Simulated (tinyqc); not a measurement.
Inside a calculation. Method: exchange-only LDA atom on a uniform radial grid, spin-unpolarised, for B+. Computed by tinyqc, a small Python program that keeps every step. Settings: Z = 5, points = 64, R = 7.3, functional = Slater exchange alone, mixing = 0.6, iteration cap = 56. Command: `OMP_NUM_THREADS=1 python tinyqc.py 28167 28168 out.jsonl` (the two numbers bound the seeds that draw the settings). One thread of a shared host (Intel(R) Xeon(R) Processor @ 2.60GHz), about 0.02 s of CPU time with the checks. Later iterations appear only in the table of the cycle.

## Iteration 1

Spherical atom on a uniform radial grid r_j = j h with h = R/(N + 1), h sum u^2 = 1 and integrals as h times sums, u(0) = u(R) = 0 (atomic units):

| parameter | value |
|---|---|
| Z | 5 |
| points N | 64 |
| R | 7.300000 |
| h | 0.112308 |
| mixing | 0.600000 |
| electrons in 1s | 2 |
| electrons in 2s | 2 |

Three-point differences turn -u''/2 + [l(l+1)/2r^2 - Z/r + V] u = e u into a tridiagonal matrix (diagonal 1/h^2 + potential, off-diagonal -1/2h^2). D = sum f u^2; the Hartree potential y/r solves y'' = -D/r with y(0) = 0, y(R) = N_e; v_xc comes from rho = D/(4 pi r^2); E = sum f e - int D V + int D (V_H/2 + eps_xc); V(new) = V + mixing (V_H + v_xc - V).

eigenvalues (hartree): 1s -11.64483, 2s -3.06573

Every 4th grid point:

| r | V in | u(1s) | u(2s) | D | V_H | v_xc |
|---|---|---|---|---|---|---|
| 0.44923 | 0.00000 | 1.10109 | -0.09705 | 2.44364 | 6.17952 | -0.97264 |
| 0.89846 | 0.00000 | 0.25851 | -0.91616 | 1.81237 | 3.91707 | -0.55463 |
| 1.34769 | 0.00000 | 0.04552 | -0.87516 | 1.53596 | 2.86454 | -0.40055 |
| 1.79692 | 0.00000 | 0.00712 | -0.57054 | 0.65114 | 2.20806 | -0.24839 |
| 2.24615 | 0.00000 | 0.00105 | -0.31183 | 0.19448 | 1.77795 | -0.14308 |
| 2.69538 | 0.00000 | 0.00015 | -0.15376 | 0.04729 | 1.48359 | -0.07908 |
| 3.14462 | 0.00000 | 2.02e-05 | -0.07085 | 0.01004 | 1.27195 | -0.04257 |
| 3.59385 | 0.00000 | 2.71e-06 | -0.03111 | 0.00194 | 1.11300 | -0.02250 |
| 4.04308 | 0.00000 | 3.57e-07 | -0.01318 | 0.00035 | 0.98934 | -0.01173 |
| 4.49231 | 0.00000 | 4.66e-08 | -0.00543 | 0.00006 | 0.89041 | -0.00606 |
| 4.94154 | 0.00000 | 6.02e-09 | -0.00219 | 9.58e-06 | 0.80946 | -0.00310 |
| 5.39077 | 0.00000 | 7.71e-10 | -0.00087 | 1.50e-06 | 0.74201 | -0.00158 |
| 5.84000 | 0.00000 | 9.80e-11 | -0.00034 | 2.27e-07 | 0.68493 | -0.00080 |
| 6.28923 | 0.00000 | 1.24e-11 | -0.00013 | 3.28e-08 | 0.63601 | -0.00040 |
| 6.73846 | 0.00000 | 0 | -4.51e-05 | 4.06e-09 | 0.59361 | -0.00019 |
| 7.18769 | 0.00000 | 0 | -7.19e-06 | 1.04e-10 | 0.55651 | -0.00005 |

total energy = -21.1651744 hartree

## Iteration 2

As before.

eigenvalues (hartree): 1s -7.86977, 2s -1.38395

Every 4th grid point:

| r | V in | u(1s) | u(2s) | D | V_H | v_xc |
|---|---|---|---|---|---|---|
| 0.44923 | 3.12412 | 1.13912 | 0.02909 | 2.59688 | 5.74567 | -0.99256 |
| 0.89846 | 2.01747 | 0.33180 | -0.67456 | 1.13024 | 3.64506 | -0.47385 |
| 1.34769 | 1.47839 | 0.07606 | -0.84577 | 1.44222 | 2.73302 | -0.39223 |
| 1.79692 | 1.17580 | 0.01588 | -0.71907 | 1.03462 | 2.15983 | -0.28984 |
| 2.24615 | 0.98092 | 0.00315 | -0.51723 | 0.53507 | 1.76286 | -0.20049 |
| 2.69538 | 0.84270 | 0.00061 | -0.33887 | 0.22966 | 1.47929 | -0.13393 |
| 3.14462 | 0.73763 | 0.00011 | -0.20926 | 0.08758 | 1.27080 | -0.08764 |
| 3.59385 | 0.65430 | 2.13e-05 | -0.12410 | 0.03080 | 1.11270 | -0.05659 |
| 4.04308 | 0.58657 | 3.93e-06 | -0.07146 | 0.01021 | 0.98927 | -0.03621 |
| 4.49231 | 0.53061 | 7.17e-07 | -0.04023 | 0.00324 | 0.89039 | -0.02301 |
| 4.94154 | 0.48382 | 1.30e-07 | -0.02224 | 0.00099 | 0.80946 | -0.01455 |
| 5.39077 | 0.44426 | 2.35e-08 | -0.01209 | 0.00029 | 0.74201 | -0.00914 |
| 5.84000 | 0.41048 | 4.21e-09 | -0.00644 | 0.00008 | 0.68493 | -0.00570 |
| 6.28923 | 0.38137 | 7.53e-10 | -0.00330 | 2.17e-05 | 0.63601 | -0.00347 |
| 6.73846 | 0.35605 | 1.33e-10 | -0.00148 | 4.36e-06 | 0.59361 | -0.00194 |
| 7.18769 | 0.33387 | 1.38e-11 | -0.00027 | 1.43e-07 | 0.55651 | -0.00059 |

total energy = -22.0016452 hartree

## Iteration 3

As before.

eigenvalues (hartree): 1s -6.73843, 2s -0.87994

Every 4th grid point:

| r | V in | u(1s) | u(2s) | D | V_H | v_xc |
|---|---|---|---|---|---|---|
| 0.44923 | 4.10152 | 1.14725 | 0.05477 | 2.63836 | 5.57055 | -0.99782 |
| 0.89846 | 2.70971 | 0.35520 | -0.57132 | 0.90514 | 3.52146 | -0.44004 |
| 1.34769 | 1.99583 | 0.08812 | -0.78742 | 1.25558 | 2.65602 | -0.37452 |
| 1.79692 | 1.59231 | 0.02012 | -0.73510 | 1.08156 | 2.12160 | -0.29416 |
| 2.24615 | 1.32979 | 0.00440 | -0.58386 | 0.68182 | 1.74650 | -0.21736 |
| 2.69538 | 1.14430 | 0.00094 | -0.42448 | 0.36037 | 1.47292 | -0.15563 |
| 3.14462 | 1.00495 | 0.00020 | -0.29203 | 0.17056 | 1.26848 | -0.10944 |
| 3.59385 | 0.89539 | 4.06e-05 | -0.19355 | 0.07493 | 1.11190 | -0.07611 |
| 4.04308 | 0.80646 | 8.34e-06 | -0.12490 | 0.03120 | 0.98900 | -0.05254 |
| 4.49231 | 0.73267 | 1.70e-06 | -0.07896 | 0.01247 | 0.89031 | -0.03608 |
| 4.94154 | 0.67048 | 3.45e-07 | -0.04907 | 0.00482 | 0.80943 | -0.02466 |
| 5.39077 | 0.61742 | 6.96e-08 | -0.02997 | 0.00180 | 0.74200 | -0.01675 |
| 5.84000 | 0.57173 | 1.40e-08 | -0.01785 | 0.00064 | 0.68493 | -0.01124 |
| 6.28923 | 0.53207 | 2.81e-09 | -0.01008 | 0.00020 | 0.63601 | -0.00731 |
| 6.73846 | 0.49742 | 5.54e-10 | -0.00486 | 4.73e-05 | 0.59361 | -0.00429 |
| 7.18769 | 0.46710 | 6.24e-11 | -0.00091 | 1.66e-06 | 0.55651 | -0.00135 |

total energy = -22.1038196 hartree

## Convergence

Stop when input and output potentials agree to 1e-7.

Course of the cycle (hartree):

| iteration | E | e(1s) | e(2s) | largest \|V(out) - V(in)\| |
|---|---|---|---|---|
| 1 | -21.1651744 | -11.64483 | -3.06573 | 8.17e+00 |
| 2 | -22.0016452 | -7.86977 | -1.38395 | 2.36e+00 |
| 3 | -22.1038196 | -6.73843 | -0.87994 | 6.23e-01 |
| 4 | -22.1134057 | -6.41999 | -0.72344 | 1.61e-01 |
| 5 | -22.1141812 | -6.33373 | -0.67351 | 4.33e-02 |
| 6 | -22.1142421 | -6.31060 | -0.65708 | 1.22e-02 |
| 7 | -22.1142471 | -6.30434 | -0.65150 | 4.11e-03 |
| 8 | -22.1142475 | -6.30262 | -0.64954 | 1.45e-03 |
| 9 | -22.1142476 | -6.30213 | -0.64884 | 5.21e-04 |
| 10 | -22.1142476 | -6.30198 | -0.64858 | 1.91e-04 |
| 11 | -22.1142476 | -6.30194 | -0.64848 | 7.09e-05 |
| 12 | -22.1142476 | -6.30192 | -0.64845 | 2.66e-05 |
| 13 | -22.1142476 | -6.30192 | -0.64843 | 1.01e-05 |
| 14 | -22.1142476 | -6.30192 | -0.64843 | 3.84e-06 |
| 15 | -22.1142476 | -6.30192 | -0.64843 | 1.48e-06 |
| 16 | -22.1142476 | -6.30192 | -0.64843 | 5.78e-07 |
| 17 | -22.1142476 | -6.30192 | -0.64843 | 2.27e-07 |
| 18 | -22.1142476 | -6.30192 | -0.64842 | 8.94e-08 |

Converged in 18 iterations. A uniform grid resolves the cusp poorly: for a bare nucleus this grid gives 1s at -11.64483 against -Z^2/2 = -12.5 hartree. Before convergence this energy mixes input and output and is not variational, so it may rise towards its limit.
